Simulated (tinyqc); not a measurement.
Chemical vapour deposition: Grove model, boundary layer, depletion and step coverage. From rate at the outlet over rate at the inlet back to total pressure p. Computed by tinyqc, a small Python program. Command: `OMP_NUM_THREADS=1 python tinyqc.py 3018288 3018289 out.jsonl cvd inv`. One thread of a shared host (Intel(R) Xeon(R) Processor @ 2.30GHz), about 0.02 s of CPU time with the checks.

A precursor diffuses to the surface and reacts there at first order; each molecule that reacts adds one formula unit of film.

Inputs (values chosen for the exercise, close to those used for polysilicon from silane): prefactor k0 of k_s = 1.5e+09 cm/s; activation energy E = 1.57 eV; temperature T = 650 C; mole fraction of the precursor Y = 0.019; gas diffusivity D0 at 273.15 K and 760 torr = 0.58 cm^2/s; film density N = 5e+22 formula units/cm^3; precursor mass M = 32 u; gas velocity U = 19 cm/s; kinematic viscosity nu0 at 273.15 K and 760 torr = 0.93 cm^2/s; susceptor length L = 48 cm; channel height b = 8.6 cm.

Reactor: horizontal, reduced pressure.

Constants: k_B = 1.380649e-23 J/K; u = 1.6605390666e-27 kg; k_B = 8.617333262e-05 eV/K.

Method:
- k_s = k0 exp(-E/(k_B T)); C_g = Y p/(k_B T), 1 torr = 133.322 Pa; D = D0 (T/273.15)^1.75 (760/p).
- Temperatures in kelvin are T(C) + 273.15.
- Mean speed c = sqrt(8 k_B T/(pi M)); reactive sticking probability beta = 4 k_s/c.
- nu = nu0 (T/273.15)^1.75 (760/p); Re = U L/nu; mean boundary layer delta = (2/3) L/sqrt(Re), at most b/2; h_g = D/delta.
- Fluxes in series: C_s = C_g/(1 + k_s/h_g); growth rate G = k_s h_g/(k_s + h_g) C_g/N; 1 cm/s = 6e8 nm/min.
- Plug flow: U b dC/dx = -k_eff C with k_eff = k_s h_g/(k_s + h_g), so C falls as exp(-k_eff x/(U b)); the used share of the precursor is 1 - C(L)/C(0).

Question. A run gave the result below. Find the total pressure p, known to lie between 25 and 51 torr.

rate at the outlet over rate at the inlet = 0.3606924

Answer.

Each step takes the trial c = (a f_b - b f_a)/(f_b - f_a), f being the result less the target and a, b, c the logarithms of the listed values; c replaces end b, the old b replaces a if the sign of f changed, and otherwise f_a is halved.

Scan of the range:
```
total pressure p (torr)  rate at the outlet over rate at the inlet
25.0                                                      0.346672
28.2                                                      0.351549
31.7                                                      0.356814
35.7                                                      0.362742
40.2                                                      0.369300
45.3                                                      0.376594
51.0                                                      0.384574
```

False position (Illinois rule, in the logarithm of the input) inside the bracket:
```
step    end a    end b    trial  rate at the outlet over rate at the inlet
1     31.7000  35.7000  34.2631                                   0.360623
2     35.7000  34.2631  34.3092                                   0.360691
3     35.7000  34.3092  34.3108                                   0.360694
4     34.3092  34.3108  34.3100                                   0.360692
```

Rate at the outlet over rate at the inlet rises at every point of a 13-point scan of the range (every second point is shown), so one value fits; it is bracketed by 31.7 and 35.7. Answer: total pressure p = 34.31 torr.

Caution: the boundary layer is capped at b/2, so U, L and nu no longer affect h_g.
